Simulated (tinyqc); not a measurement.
What each setting does: recursion (Haydock) method for the local density of states: bulk site of a square lattice.

One orbital a site at energy 0, hopping -t to the 4 nearest neighbours of a square lattice; the start u0 is a site in the bulk, with energy V. Recursion: a_n = <u_n|H|u_n>, b_(n+1) u_(n+1) = (H - a_n) u_n - b_n u_(n-1), b > 0. G(z) = 1/(z - a0 - b1^2/(z - a1 - b2^2/(...))), z = E + i eta. After n levels the tail is b_n^2 T with the square-root terminator T = (z - sqrt(z - 2b) sqrt(z + 2b))/(2 b^2), b = 2t so that the band edges lie at -/+ 4t.

Inputs chosen for the exercise:
- t = 1.21 eV (hopping)
- V = 0 eV (shift of the starting site)
- n = 4 (levels kept)
- E = 0.07 eV (energy)
- eta = 0.06 eV (broadening)

G at z = E + i eta with n levels and terminator.

One parameter was then changed.

Results before and after:
```
case,Re G (1/eV),density (1/eV)
base,0.0220,0.1797
changed,0.0932,0.1738
```

Which of these changes was made? (a) n = 5; (b) V = 0.5 eV; (c) eta = 0.12 eV; (d) t = 1.331 eV; (e) E = 0.31 eV.

Answer: (e) E = 0.31 eV. Of the candidates, run in turn, only this one gives the changed row.

All candidates:
```
case,Re G (1/eV),density (1/eV)
base,0.0220,0.1797
t = 1.331 eV,0.0183,0.1639
V = 0.5 eV,-0.1301,0.1699
n = 5,0.0250,0.1848
E = 0.31 eV,0.0932,0.1738
eta = 0.12 eV,0.0203,0.1739
```

Run: tinyqc, `OMP_NUM_THREADS=1 python tinyqc.py 1480681 1480682 out.jsonl`; Intel(R) Xeon(R) Processor @ 2.30GHz, one thread, shared host; about 0.01 s of CPU time with all checks.
